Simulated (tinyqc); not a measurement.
From results back to parameters: valence-band offset from core levels. Three cases, with inputs chosen for the exercise.

Problem. At an interface of A and B the binding energy of the core level of B exceeds that of A by dCL. Binding energy of a core level = (EF - Ev) + CL, with one Fermi level for both sides. Find dEv = Ev(A) - Ev(B) and dEc = Eg2 - Eg1 - dEv with the corrected (second) gaps.

Case 1.

Values chosen (out of a larger set: gaps near those of Si and SiO2; not measured data):
- CL = (33.76, 21.8) eV (depth of a core level below the valence top in bulk A and bulk B)
- Eg1 = (0.63, 1.14) eV (gap of A: semi-local value, corrected value)
- Eg2 = (5.57, 9.43) eV (gap of B: semi-local value, corrected value)

dCL = -7.5987 eV

Case 2.

Values chosen (out of a larger set: gaps near those of Si and Ge; not measured data):
- CL = (77.3, 32.93) eV (depth of a core level below the valence top in bulk A and bulk B)
- Eg1 = (0.57, 1.13) eV (gap of A: semi-local value, corrected value)
- Eg2 = (0.1, 0.77) eV (gap of B: semi-local value, corrected value)

dCL = -45.0337 eV

Case 3.

Values chosen (out of a larger set: gaps near those of InAs and GaSb; not measured data):
- CL = (18.38, 72.93) eV (depth of a core level below the valence top in bulk A and bulk B)
- Eg1 = (0.05, 0.43) eV (gap of A: semi-local value, corrected value)
- Eg2 = (0.1, 0.81) eV (gap of B: semi-local value, corrected value)

dCL = 53.9578 eV

Find: dEv; dEc.

Solution. dCL = (EF - Ev(B)) + CL_B - (EF - Ev(A)) - CL_A = dEv + CL_B - CL_A; the Fermi level drops out.

Case 1.

dEv = 4.36 eV
dEc = 3.93 eV

Case 2.

dEv = -0.66 eV
dEc = 0.30 eV

Case 3.

dEv = -0.59 eV
dEc = 0.97 eV

Computed by tinyqc, one run a case: `OMP_NUM_THREADS=1 python tinyqc.py N N+1 out.jsonl` with N = 1850903, 1850910, 1850923; one thread of a shared Intel(R) Xeon(R) Processor @ 2.30GHz, about 0.01 s a run at most.
